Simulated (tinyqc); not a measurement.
# Born-von Karman spring model of a cubic crystal with one atom per cell, step by step

A worked calculation. Computed by tinyqc, a small Python program that keeps every step. Command: `OMP_NUM_THREADS=1 python tinyqc.py 3018938 3018939 out.jsonl springs walk`. One thread of a shared host (Intel(R) Xeon(R) Processor @ 2.30GHz), about 0.1 s of CPU time with the checks. Intermediate numbers are printed to about 7 digits and carried at full precision; extremes and crossings named in words are read from the listed rows.

First neighbours lie at a (1,0,0) (6 of them), second at a (1,1,0) (12), with all permutations and signs; the volume per atom is Omega = a^3.

Inputs (values chosen for the exercise, for a model crystal):

| quantity | value | unit |
|---|---|---|
| lattice constant a | 4.25 | angstrom |
| atomic mass M | 181 | u |
| radial spring k1L | 1.41 | eV/angstrom^2 |
| transverse spring k1T | 0.11 | eV/angstrom^2 |
| radial spring k2L | 0.64 | eV/angstrom^2 |
| transverse spring k2T | -0.0056 | eV/angstrom^2 |
| mesh divisions n | 8 | - |
| temperature T | 400 | K |

Lattice: sc.

wave vector q (2 pi/a): 0.68  0.042  0.19

Constants: nu for 1 eV/(angstrom^2 u) = 15.6333042 THz; 1 eV/angstrom^3 = 160.2176634 GPa; u = 1.6605390666e-27 kg; h x 1 THz = 4.135667696 meV; k_B = 8.617333262e-05 eV/K; hbar^2/u = 4.18015928e-03 eV angstrom^2; hbar = 1.054571817e-34 J s; k_B = 1.380649e-23 J/K.

## Dynamical matrix at q

A neighbour at R with unit vector n couples by the matrix K(R) = kL n n^T + kT (1 - n n^T), and D(q) = (1/M) sum_R K(R) [1 - cos(q.R)].

D(q) (eV/(angstrom^2 u)):
```
             x            y            z
x   0.04094412  -0.00168367  -0.00600149
y  -0.00168367   0.01730727   0.00173010
z  -0.00600149   0.00173010   0.02407256
```

## Frequencies and polarisations

Diagonalise D. An eigenvalue lambda of D in eV/(angstrom^2 u) gives nu = 15.6333042 THz x sqrt(lambda). Eigenvectors are columns, with the largest component positive; the longitudinal weight is (e.q)^2/q^2.

eigenvalues (eV/(angstrom^2 u)): 0.01688769  0.02239835  0.04303792

frequencies (THz): 2.031589  2.339692  3.243220

polarisation vectors:
```
       mode 1     mode 2      mode 3
x   0.0122051  0.3182095   0.9479419
y   0.9744114  0.2090032  -0.0827051
z  -0.2244404  0.9246948  -0.3075160
```

longitudinal weights: 0.0000866  0.3211960  0.6787175

Mode 3 is the most longitudinal, with weight 0.68: at this q the modes are mixed.

## Elastic constants from long waves

[ij,kl] = (1/(2 Omega)) sum_R K_ij R_k R_l; C11 = [xx,xx], C44 = [xx,yy], C12 = 2 [xy,xy] - C44; B = (C11 + 2 C12)/3; Zener ratio A = 2 C44/(C11 - C12). K(R) = kL n n^T + kT (1 - n n^T).

C11 = 100.9861 GPa

C12 = 21.03564 GPa

C44 = 27.64037 GPa

bulk modulus B = 47.68580 GPa

Zener ratio A = 0.6914372

C12 - C44 = -6.60 GPa: the Cauchy relation fails because sum_R kT R^2 is not zero; a positive sum gives a negative Cauchy pressure.

## Sound velocities

rho = M/Omega and v = sqrt(C/rho), with C = C11, C44, C44 along [100]; (C11 + C12 + 2 C44)/2, C44, (C11 - C12)/2 along [110]; (C11 + 2 C12 + 4 C44)/3 and twice (C11 - C12 + C44)/3 along [111].

density rho = 3915.262 kg/m^3

Velocities (m/s):

| direction | longitudinal | transverse 1 | transverse 2 |
|---|---|---|---|
| [100] | 5078.675 | 2657.000 | 2657.000 |
| [110] | 4758.412 | 2657.000 | 3195.326 |
| [111] | 4646.755 | 3026.542 | 3026.542 |

Along [110] the two transverse waves differ by a factor sqrt(2 C44/(C11 - C12)) = 0.832.

## Frequencies at the zone boundary

The formulas are those given above.

Frequencies (THz) at points given in 2 pi/a:

| point | nu 1 | nu 2 | nu 3 |
|---|---|---|---|
| X (0.5, 0, 0) | 1.989998 | 1.989998 | 3.803747 |
| M (0.5, 0.5, 0) | 2.835696 | 3.402302 | 3.402302 |
| R (0.5, 0.5, 0.5) | 2.967121 | 2.967121 | 2.967121 |

## Highest frequency at X

Take the highest frequency at X = (0.5, 0, 0) (2 pi/a).

highest frequency at X = 3.803747 THz

## Dispersion against the sound-wave line

The last column divides the top branch by the straight line with its slope at G. End points in 2 pi/a: X = (0.5, 0, 0), M = (0.5, 0.5, 0).

Frequencies (THz) along two lines:

| line | fraction of the way | nu 1 | nu 2 | nu 3 | nu 3 / linear |
|---|---|---|---|---|---|
| G-X | 0.10 | 0.311304 | 0.311304 | 0.595037 | 0.9958927 |
| G-X | 0.25 | 0.761539 | 0.761539 | 1.455631 | 0.9744954 |
| G-X | 0.40 | 1.169692 | 1.169692 | 2.235786 | 0.9354893 |
| G-X | 0.55 | 1.513207 | 1.513207 | 2.892392 | 0.8801627 |
| G-X | 0.70 | 1.773102 | 1.773102 | 3.389163 | 0.8103320 |
| G-X | 0.85 | 1.935015 | 1.935015 | 3.698649 | 0.7282705 |
| G-X | 1.00 | 1.989998 | 1.989998 | 3.803747 | 0.6366198 |
| G-M | 0.10 | 0.440333 | 0.529517 | 0.783175 | 0.9892378 |
| G-M | 0.25 | 1.078183 | 1.296184 | 1.850289 | 0.9348492 |
| G-M | 0.40 | 1.658553 | 1.992971 | 2.669441 | 0.8429508 |
| G-M | 0.55 | 2.149427 | 2.581422 | 3.172596 | 0.7286080 |
| G-M | 0.70 | 2.522703 | 3.028206 | 3.384121 | 0.6106464 |
| G-M | 0.85 | 2.756215 | 3.307354 | 3.414275 | 0.5073662 |
| G-M | 1.00 | 2.835696 | 3.402302 | 3.402302 | 0.4297489 |

Along G-X the top branch ends at 64 % of its linear extrapolation, which is the 2/pi of a pure sine: planes normal to this line couple to their next planes alone. Along G-M the top branch ends at 43 % of its linear extrapolation. A Debye model keeps the straight line throughout.

## Thermal sums on a mesh

Mesh: q = sum_i (m_i + 1/2)/n b_i, m_i = 0..n-1, with b = [[1.0, 0.0, 0.0], [0.0, 1.0, 0.0], [0.0, 0.0, 1.0]] in 2 pi/a; sums are averages over the n^3 points, per atom. With x = h nu/(k_B T) and n = 1/(exp(x) - 1) for each mode: F = k_B T [x/2 + ln(1 - exp(-x))], U = k_B T x (n + 1/2), S/k_B = x n - ln(1 - exp(-x)), C/k_B = x^2 n (n + 1). <u_x^2> = (1/3) sum over modes of hbar^2/(2 M h nu) coth(x/2); zero-point energy = sum h nu/2. <u_x^2> converges slowly with the mesh, from below, with an error of order 1/n.

free energy F = -118.7651 meV/atom

energy U = 104.3732 meV/atom

entropy S = 6.473533 k_B/atom

heat capacity C = 2.972119 k_B/atom

<u_x^2> = 0.008394121 angstrom^2

zero-point energy = 16.87501 meV/atom

C is 99 % of the classical 3 k_B, and the zero-point energy is 16 % of U.

## Debye temperature from the elastic constants

Christoffel matrix G_xx = C11 n_x^2 + C44 (1 - n_x^2), G_xy = (C12 + C44) n_x n_y, with eigenvalues rho v^2; v_m^-3 is the mean of v^-3 over three branches and all directions (12 Gauss-Legendre points in cos(theta) times 24 angles phi = (j + 1/2) pi/12); q_D = (6 pi^2/Omega)^(1/3); Theta = hbar v_m q_D/k_B.

mean velocity v_m = 3157.610 m/s

Debye wave number q_D = 0.9171240 1/angstrom

elastic Debye temperature = 221.1971 K

## Full spectrum, Debye and Einstein heat capacities

Mesh: q = sum_i (m_i + 1/2)/n b_i, m_i = 0..n-1, with b = [[1.0, 0.0, 0.0], [0.0, 1.0, 0.0], [0.0, 0.0, 1.0]] in 2 pi/a; sums are averages over the n^3 points (here n = 14), per atom. Debye: C = 9 k_B (T/Theta)^3 int_0^(Theta/T) x^4 e^x/(e^x - 1)^2 dx with the elastic Theta. Einstein: three modes at the root-mean-square frequency. The last column is the Theta that makes the Debye formula give the full C at that T.

root-mean-square frequency = 2.792512 THz

Heat capacity (k_B/atom):

| T (K) | full spectrum | Debye | Einstein | Theta from C (K) |
|---|---|---|---|---|
| 27 | 0.665598 | 0.390151 | 0.523745 | 176.6653 |
| 40 | 1.353777 | 0.930569 | 1.268368 | 174.3695 |
| 55 | 1.909922 | 1.499453 | 1.870523 | 173.6533 |
| 77 | 2.358780 | 2.051939 | 2.344909 | 173.3175 |
| 110 | 2.658848 | 2.471255 | 2.654902 | 173.1580 |
| 170 | 2.850101 | 2.760638 | 2.849338 | 173.0752 |
| 220 | 2.909202 | 2.853672 | 2.908922 | 173.0520 |
| 330 | 2.959161 | 2.933672 | 2.959105 | 173.0332 |

The apparent Theta runs from 173 to 177 K against the elastic 221 K; at high T it tends to sqrt(5/3) h nu_rms/k_B = 173 K. At the lowest T the Debye value is 0.59 and the Einstein value 0.79 times the full one; dispersion bends the branches below the sound lines, so the real spectrum has more low modes than Debye assumes. At the highest T Debye misses by 0.86 % and Einstein by 0.0019 %.

Checks made by the program: slopes of the dispersion along [110] against the sound velocities (relative difference 5e-08); F = U - T S (relative difference below 1e-10).
